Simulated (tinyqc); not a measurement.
Speciation in dilute and buffered hydrofluoric acid, oxide etch rate and bath loading. Which input was changed? Computed by tinyqc, a small Python program. Command: `OMP_NUM_THREADS=1 python tinyqc.py 3121409 3121410 out.jsonl hfetch which`. One thread of a shared host (Intel(R) Xeon(R) Processor @ 2.30GHz), about 0.02 s of CPU time with the checks.

Concentrations stand for activities, NH4+ and Cl- are spectators, and water ionisation is neglected. H, F and HF2 denote the ions H+, F- and HF2-. The base temperature is 298 K.

Inputs (values chosen for the exercise, of the order of those for thermal oxide at room temperature):
```
quantity                            value            unit
HF added                             0.23           mol/L
NH4F added                              0           mol/L
HCl added                               0           mol/L
K1 = [H][F]/[HF]                 0.000627           mol/L
K2 = [HF2]/([HF][F])                 3.84           L/mol
K3 = [H2F2]/[HF]^2                      0           L/mol
rate constant of neutral HF k_a        17  nm L/(min mol)
rate constant of HF2 k_b               49  nm L/(min mol)
activation energy                    0.35              eV
temperature error                     1.7               K
oxide removed per wafer               3.9              nm
```

Constants: k_B = 8.617333262e-05 eV/K.

Method:
- Fluoride balance: [HF] + [F] + 2 [HF2] + 2 [H2F2] = HF added + NH4F added. Acid balance: [H] + [HF] + [HF2] + 2 [H2F2] = HF added + HCl added. For a trial [H], [HF] = [H][F]/K1, and the fluoride balance is a quadratic in [F].
- The root is refined to 1e-13 in pH = -log10 [H].
- Rate = k_a ([HF] + 2 [H2F2]) + k_b [HF2], an empirical two-term form.
- Time = oxide/rate; a temperature error changes the rate by exp((E_a/k_B)(1/298 - 1/(298 + error))) - 1.

Problem. One of these inputs alone was changed, within the range given: HF added (0.115 to 0.46); K2 = [HF2]/([HF][F]) (1.92 to 7.68); rate constant of neutral HF k_a (8.5 to 34); rate constant of HF2 k_b (24.5 to 98). Which one, and to what value?

Results:
```
run     etch rate (nm/min)  share of HF2 in the rate (%)        pH
before            3.867215                      8.611729  1.815014
after             4.636419                      7.183002  1.815014
```

Solution.

Each candidate set to reproduce etch rate, and what it then gives:
```
candidate                                         range searched  value needed  share of HF2 in the rate (%)      pH
HF added (mol/L)                                   0.115 to 0.46        0.2741                        8.9916  1.7586
K2 = [HF2]/([HF][F]) (L/mol)                        1.92 to 7.68  out of reach                             -       -
rate constant of neutral HF k_a (nm L/(min mol))       8.5 to 34         20.70                        7.1830  1.8150
rate constant of HF2 k_b (nm L/(min mol))             24.5 to 98  out of reach                             -       -
```

Only rate constant of neutral HF k_a fits every result: it went from 17 to 20.7 nm L/(min mol). The next best candidate, HF added, misses one result by 25 %.
